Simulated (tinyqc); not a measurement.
A square-lattice strip 2 sites wide, recursive Green functions: one step of the calculation.

The device has N = 5 slices of 2 site(s), nearest-neighbour hopping -t, and site energies U; the leads are semi-infinite continuations with site energy 0. V = <i+1|H|i> = -t 1.

Question. Slice 1. Forward pass: g_1 = (E - H_1 - Sigma)^(-1), g_i = (E - H_i - V g_(i-1) V^dagger)^(-1), with Sigma also subtracted on the last slice; G_(i,1) = g_i V G_(i-1,1), starting from g_1. H_i is the block of slice i: its site energies on the diagonal and -t between neighbouring rows.

Parameters, values chosen for the exercise: hopping (matrix element -t) t = 1 eV; site energies, slice by slice (2 a slice) U = [-0.7, -0.42, -1.02, 0.46, -0.51, 0.44, 0.6, -0.09, 0.51, 0.18] eV; energy E = -1.66 eV.

Sigma (eV):

|  | 1 | 2 |
|---|---|---|
| 1 | -0.39156528-0.47199047i | 0.06156528-0.47199047i |
| 2 | 0.06156528-0.47199047i | -0.39156528-0.47199047i |

Give: g_1.

Answer.

g_1 (1/eV):

|  | 1 | 2 |
|---|---|---|
| 1 | -0.1537-0.5851i | 0.4301-0.4934i |
| 2 | 0.4301-0.4934i | -0.1970-0.4161i |

Program tinyqc, `OMP_NUM_THREADS=1 python tinyqc.py 2660025 2660026 out.jsonl`; Intel Xeon 2.30GHz, shared host, one thread, about 0.01 s.
